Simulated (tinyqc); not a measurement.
Donor near an oxide interface in a gate field (two-state model): sweeps and comparisons. A value that a table varies takes the place of the one given here.

Interface at z = 0 (hard wall), donor at z = d, field F pulling electrons to the interface: potential e F z; 1 kV/cm = 1e-5 eV/angstrom, c = hbar^2/2m0, q = e^2/(4 pi eps0), Q = (eps - eo)/(eps + eo). Donor state: E_D = e F d - ED - q Q/(4 eps d), the last term joining the images of ion and electron. Interface state: z exp(-b z/2) exp(-rho^2/(2 L^2)) with E_z = c b^2/(4 mz) + 3 e F/b + q Q b/(8 eps), minimised over b; in the plane at z = 3/b the ion (distance D = d - 3/b) and its image (D' = d + 3/b) give E_rho = c/(mt L^2) - (q/eps)(sqrt(pi)/L)[erfcx(D/L) + Q erfcx(D'/L)], erfcx(x) = exp(x^2) erfc(x), minimised over L. E_I = E_z + E_rho.

The two states couple by t = t0 exp(-D/aD) with t0 = q/(eps aD) (2 aD/L) sqrt(aD b/2) v, v a valley factor; this form is an estimate. With detuning u = E_D - E_I the splitting is sqrt(u^2 + 4 t^2) and the lower state has weight (1 - u/sqrt(u^2 + 4 t^2))/2 on the donor.

Constants: hbar^2/2m0 = 3.80998211 eV angstrom^2; e^2/(4 pi eps0) = 14.39964547 eV angstrom.

Inputs chosen for the exercise (near those of a donor in Si below HfO2, static dielectric constants; shifted at random, so the results belong to these values and not to a real crystal):

| symbol | value | unit | meaning |
|---|---|---|---|
| d | 140 | angstrom | depth of the donor |
| ED | 30.7 | meV | bulk binding energy |
| mz | 0.908 | m0 | mass across the interface |
| mt | 0.192 | m0 | mass in the plane |
| eps | 11.6 |  | dielectric constant of the semiconductor |
| eo | 22 |  | dielectric constant of the oxide |
| aD | 18.8 | angstrom | donor radius |
| v | 0.41 |  | valley factor |
| Fl | (26.317, 26.631, 26.757, 26.82, 26.883, 27.009, 27.324) | kV/cm | fields |
| dl | (65, 90, 120, 155, 200, 250) | angstrom | depths |

## Sweeping the field

Both levels, the splitting, the donor weight and the mean depth w d + (1 - w) 3/b.

Results:

| F (kV/cm) | E_D (meV) | E_I (meV) | splitting (meV) | donor weight | mean depth (angstrom) |
|---|---|---|---|---|---|
| 26.317 | 6.830 | 7.336 | 0.510 | 0.996 | 139.6 |
| 26.631 | 7.270 | 7.460 | 0.201 | 0.973 | 137.2 |
| 26.757 | 7.446 | 7.510 | 0.0910 | 0.850 | 124.6 |
| 26.820 | 7.534 | 7.534 | 0.0649 | 0.503 | 88.8 |
| 26.883 | 7.622 | 7.559 | 0.0904 | 0.151 | 52.5 |
| 27.009 | 7.799 | 7.609 | 0.201 | 0.027 | 39.6 |
| 27.324 | 8.240 | 7.732 | 0.511 | 0.004 | 37.2 |

What does this show, and why?

E_D rises by 1.40 and E_I by 0.39 meV per kV/cm, so they cross once, near 26.8 kV/cm, where the splitting is 2t = 0.0649 meV. The donor weight passes from 0.85 to 0.15 while the detuning goes from -2t to 2t, a window of 0.13 kV/cm or 0.48 % of the field; across the table the charge moves by 102 angstrom.

## Depth of the donor

Critical field, and the coupling, E_rho and L at that field.

Results:

| d (angstrom) | critical field (kV/cm) | e F d/ED | t (meV) | E_rho (meV) | L (angstrom) |
|---|---|---|---|---|---|
| 65 | 66.4 | 1.405 | 2.3 | -11.56 | 63 |
| 90 | 44.8 | 1.314 | 0.53 | -8.36 | 81 |
| 120 | 32.0 | 1.251 | 0.098 | -6.28 | 102 |
| 155 | 23.9 | 1.206 | 0.014 | -4.87 | 123 |
| 200 | 17.9 | 1.169 | 0.0012 | -3.79 | 150 |
| 250 | 14.0 | 1.141 | 8.2e-05 | -3.04 | 177 |

What can be read from the table?

The critical field falls from 66 to 14 kV/cm, with exponent -1.15 in d, while t drops by a factor 2.7e+04, about e for each 19 angstrom at the end (aD = 18.8). One lattice plane (1.36 angstrom) of misplacement changes t by 7 % and the critical field by about 1.3 % at 120 angstrom.

## What each parameter does

Critical field (E_D = E_I), and t and L there. Each row changes one parameter from the base and keeps the others.

Results:

| case | critical field (kV/cm) | t (meV) | L (angstrom) |
|---|---|---|---|
| base | 26.8 | 0.0324 | 114.2 |
| d = 130 angstrom | 29.2 | 0.0563 | 108.0 |
| ED = 36.7 meV | 32.7 | 0.0294 | 116.0 |
| aD = 20.7 angstrom | 26.8 | 0.0563 | 114.2 |
| mz = 0.772 m0 | 27.8 | 0.0358 | 112.5 |
| mt = 0.221 m0 | 26.6 | 0.0345 | 107.6 |
| eo = 33 | 25.4 | 0.0287 | 120.2 |
| eps = 12.3 | 27.7 | 0.0303 | 116.3 |

What can be read from the table?

The largest shifts from the base row, up to three for each result and ties (the steps differ in size, so this ranks the rows, not the parameters). critical field (kV/cm): ED +5.9, d +2.4, eo -1.4; unchanged at the printed digits by aD. t (meV): d +0.0239, aD +0.0239, eo -0.00375. L (angstrom): mt -6.6, d -6.3, eo +6.0; unchanged at the printed digits by aD.

Program tinyqc; command `OMP_NUM_THREADS=1 python tinyqc.py 1252407 1252408 out.jsonl`; about 0.1 s on one thread of a shared Intel(R) Xeon(R) Processor @ 2.30GHz.
